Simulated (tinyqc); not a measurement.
Worked calculation: lattice vibrations of a chain. Computed by tinyqc, a small Python program that keeps every step. Command: `OMP_NUM_THREADS=1 python tinyqc.py 23805 23806 out.jsonl` (the two numbers bound the seeds that draw the settings). One thread of a shared host (Intel(R) Xeon(R) Processor @ 2.60GHz), about 0.01 s of CPU time with the checks.

## Dynamical matrix at q = 0.13

A chain moving along its axis:
```
atom                mass (u)  spring to the next atom (eV/angstrom^2)
1                  70.600000                                28.200000
2                  77.100000                                 7.100000
3                  88.500000                                23.300000
second neighbours          -                                 2.100000
```

q is in units of 2 pi/a. A spring k from atom i to atom j, n cells on, adds k to Phi_ii and Phi_jj, -k exp(2 pi i q n) to Phi_ij and the conjugate to Phi_ji (for one atom a cell: 2k (1 - cos 2 pi q n)); D_ij = Phi_ij / sqrt(m_i m_j).

D(q) (eV/(angstrom^2 u)), lower triangle (Hermitian):
```
                     1                    2         3
1             0.788952
2  -0.401710-0.020749i             0.512322
3  -0.228350-0.214877i  -0.103356-0.018532i  0.390960
```

## Frequencies

omega^2 are the eigenvalues; wavenumber = 521.4708 sqrt(eigenvalue) 1/cm.

eigenvalues: 0.021089  0.532878  1.138267

wavenumbers (1/cm): 75.7  380.7  556.4

weights |e|^2 of the mass-weighted modes:
```
          mode 1    mode 2    mode 3
atom 1  0.298495  0.026171  0.675335
atom 2  0.324777  0.434616  0.240607
atom 3  0.376728  0.539214  0.084058
```

## Dispersion and heat capacity

C/k_B per atom = mean over q = (j + 1/2)/80, j = 0..39 and all branches of y^2 e^y/(e^y - 1)^2, y = hc wavenumber / k_B T.

Wavenumbers (1/cm):
```
q           branch 1    branch 2    branch 3
0.000000    0.000000  386.963637  557.163724
0.062500   36.700837  385.502820  556.967590
0.125000   72.873232  381.138790  556.412605
0.187500  107.956682  373.945584  555.591871
0.250000  141.302668  364.117357  554.638962
0.312500  172.045114  352.116850  553.702515
0.375000  198.762821  339.033080  552.921498
0.437500  218.632170  327.444099  552.406199
0.500000  226.477239  322.375919  552.226493
```

Heat capacity:
```
T (K)  C/k_B per atom
20           0.052244
50           0.137554
100          0.298977
200          0.601848
300          0.771722
600          0.931358
1200         0.981943
```

zero-point energy per atom = 21.645432 meV
